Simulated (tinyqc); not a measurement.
Electron mobility in a silicon inversion layer, empirical terms and Matthiessen rule: two steps of the calculation.

Inversion layer of sheet density Ns on a uniformly doped body, under a high-permittivity gate with an interlayer. The mobility terms are empirical power laws with prefactors chosen for the exercise; adding their inverses (Matthiessen) is itself an approximation.

Values chosen for this exercise; material values close to those of silicon: temperature T = 250 K; relative permittivity of the semiconductor eps_r = 11.6; body doping Nb = 2.8e18 cm^-3; weight of the inversion charge in the effective field eta = 0.5; gate capacitance Cox = 0.6 uF/cm^2; phonon-limited mobility at 1 MV/cm and 300 K Ap = 422 cm^2/(V s); roughness-limited mobility at 1 MV/cm As = 1190 cm^2/(V s); exponent of the roughness term gs = 2; Coulomb prefactor Ac = 2300 cm^2/(V s); charge at the interface Nit = 1.9e12 cm^-2; remote-phonon mobility without interlayer Ar = 160 cm^2/(V s); interlayer thickness ti = 0.4 nm; decay length of remote phonons lr = 0.8 nm; ratio W/L WL = 20; drain voltage Vd = 0.02 V; measured linear current I = 5.13 uA.

Constants: q = 1.602176634e-19 C, eps0 = 8.8541878128e-14 F/cm where lengths are in cm. Results are converted to the units shown.

Problem 1. Inversion density for the measured current. I = (W/L) q Ns mu Vd. E = q (Ndep + eta Ns)/(eps0 eps_r) in MV/cm. With t = T/(300 K): muC = Ac (Ns/1e12 cm^-2) t/(Nb/1e17 cm^-3 + Nit/1e11 cm^-2), muP = Ap E^(-1/3) t^(-1.75), muS = As E^(-gs), muR = Ar exp(2 ti/lr)/t; 1/mu is the sum of the inverses. Ns(new) = I/((W/L) q mu Vd).

Ns at the start = 8e11 cm^-2
Ndep = 6.1215085e12 cm^-2

Find: E; mu; Ns after iteration 1.

Solution 1.

E = 1.017 MV/cm
mu = 28.43 cm^2/(V s)
Ns after iteration 1 = 2.815e12 cm^-2

Problem 2. Split C-V extraction. Q(Vg) is the trapezoid sum of Cgc from the first point (where Q is taken as 0); mu_eff = I/((W/L) Q Vd); mu_FE = (dI/dVg)/((W/L) Cox Vd) with a backward difference. Listed from point 4 on.

```
point  Vg (V)  Cgc (uF/cm^2)         I (uA)
0         0.2   2.7952512e-5  5.4057559e-11
1        0.25   1.9024994e-4   2.5048358e-9
2         0.3   0.0012928456   1.1587999e-7
3        0.35   0.0086929355   5.3033194e-6
4         0.4    0.054588238   2.2623967e-4
5        0.45     0.24315239   0.0066641847
6         0.5     0.49359666    0.072318773
7        0.55     0.58158486     0.28474626
8         0.6     0.59722236     0.65680946
9        0.65     0.59959039      1.1704708
10        0.7     0.59993980      1.8102777
11       0.75     0.59999116      2.5636866
12        0.8     0.59999870      3.4196929
```

Give: Q; mu_eff; mu_FE.

Solution 2.

```
point  Q (uC/cm^2)  mu_eff (cm^2/(V s))  mu_FE (cm^2/(V s))
4         0.001874               0.3018             0.01841
5         0.009318                1.788              0.5365
6          0.02774                6.518               5.471
7          0.05462                13.03               17.70
8          0.08409                19.53               31.01
9           0.1140                25.67               42.81
10          0.1440                31.43               53.32
11          0.1740                36.84               62.78
12          0.2040                41.91               71.33
```

At the last point mu_FE is 70 % above mu_eff.

tinyqc, about 0.01 s, one thread, Intel Xeon 2.30GHz (shared host): `OMP_NUM_THREADS=1 python tinyqc.py 2510119 2510120 out.jsonl`
